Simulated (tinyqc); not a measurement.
How far the series holds: five-level k.p model folded onto the conduction band.

For k along z and one spin sector the level c couples to four states. With c0 = hbar^2/2m0, P = sqrt(Ep c0), P2 = sqrt(Ep2 c0): diagonal Eg + (1 + Cm) c0 k^2 for c, and 0, -Dso, E7 + D2, E7 for lh, so, G8 up, G7 up (their own dispersion is left out); couplings of c: sqrt(2/3) P k to lh, sqrt(1/3) P k to so, sqrt(2/3) P2 k to G8 up, sqrt(1/3) P2 k to G7 up (phases chosen real).

Expanding E = H_cc + S(E) about Eg in powers of k^2, with s_n = sum_j H_cj^2/(Eg - H_jj)^n: order k^2: e2 = (1 + Cm) c0 k^2 + s1; order k^4: e4 = -s2 e2; order k^6: e6 = s3 e2^2 + s2^2 e2.

Constants: hbar^2/2m0 = 3.80998211 eV angstrom^2.

Inputs chosen for the exercise (near those of InAs; shifted at random, so the results belong to these values and not to a real crystal): Eg = 0.416 eV (gap at Gamma to the s-like level); Dso = 0.401 eV (spin-orbit splitting); Ep = 22.1 eV (Kane energy); E7 = 4.42 eV (upper Gamma7 conduction level, from the valence top); D2 = 0.15 eV (its spin-orbit splitting, Gamma8 above Gamma7); Ep2 = 2.8 eV (Kane energy to the upper levels); Cm = 0 (remote term in 1/m).

Energies from Eg; Pk/Eg measures the coupling.

Levels (eV):
```
k (1/angstrom)  Pk/Eg  to k^2   to k^4  to k^6   exact
0.0068          0.150  0.0079   0.0078  0.0078  0.0078
0.0155          0.342  0.0410   0.0374  0.0380  0.0379
0.0243          0.536  0.1007   0.0789  0.0886  0.0852
0.0418          0.922  0.2979   0.1069  0.3582  0.2071
0.0505          1.114  0.4348   0.0278  0.8095  0.2752
0.0593          1.308  0.5996  -0.1743  1.8751  0.3469
0.0680          1.500  0.7884  -0.5497  4.1099  0.4197
```

Give the missing row, k (1/angstrom) = 0.0330.

Computed row:
```
k (1/angstrom)  Pk/Eg  to k^2  to k^4  to k^6   exact
0.0330          0.728  0.1857  0.1115  0.1723  0.1425
```

Within 2 % of the exact level stay: the k^2 term up to Pk/Eg = 0.15, the sum to k^4 up to Pk/Eg = 0.34, the sum to k^6 up to Pk/Eg = 0.34. In the last row the errors are +369, -969 and +3690 meV: higher orders make it worse, since the series in k^2 converges only for Pk below about Eg/2 in the two-level limit E = Eg/2 + sqrt(Eg^2/4 + P^2 k^2).

Program tinyqc; command `OMP_NUM_THREADS=1 python tinyqc.py 1051272 1051273 out.jsonl`; about 0.01 s on one thread of a shared Intel(R) Xeon(R) Processor @ 2.30GHz.
